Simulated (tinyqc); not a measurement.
Straight dislocations in isotropic elasticity: fields, energies, partials, Peierls stress and walls: one step, computed by the program tinyqc. Command: `OMP_NUM_THREADS=1 python tinyqc.py 3006184 3006185 out.jsonl disloc walk`. One thread of a shared host (Intel(R) Xeon(R) Processor @ 2.30GHz), about 0.01 s of CPU time with the checks.

The line runs along z, the glide plane is y = 0, and beta is the angle between b and the line (0 screw, 90 degrees edge): b_e = b sin(beta) along +x with the extra half plane at y > 0, b_s = b cos(beta). Stress is positive in tension.

Task: Force on a second, equal dislocation at that point; binding of a solute. Peach-Koehler force per length on a parallel dislocation with the same b: in the glide plane F_x = s_xy b_e + s_yz b_s, normal to it F_y = -(s_xx b_e + s_xz b_s), which drives climb of the edge part or cross-slip of a screw. A solute with misfit volume dV has the energy p dV, and its dilute concentration is scaled by exp(-p dV/(k_B T)).

Inputs (values chosen for the exercise, for a model fcc or diamond crystal): Burgers vector b = 3.981 angstrom; misfit volume of a solute dV = 4.3 angstrom^3; temperature T = 950 K.

Character: 30-degree.

stress (MPa):
```
          x         y         z
x  670.6777  -90.3473  527.8969
y  -90.3473  125.0963  381.2589
z  527.8969  381.2589  186.2111
```

pressure p = -327.3284 MPa

Constants: 1 eV/angstrom^3 = 160.2176634 GPa; k_B = 8.617333262e-05 eV/K.

Give: glide force F_x; normal force F_y; solute energy; concentration ratio.

Result:

glide force F_x = 113.5 mN/m

normal force F_y = -315.5 mN/m

solute energy = -8.785 meV

concentration ratio = 1.113
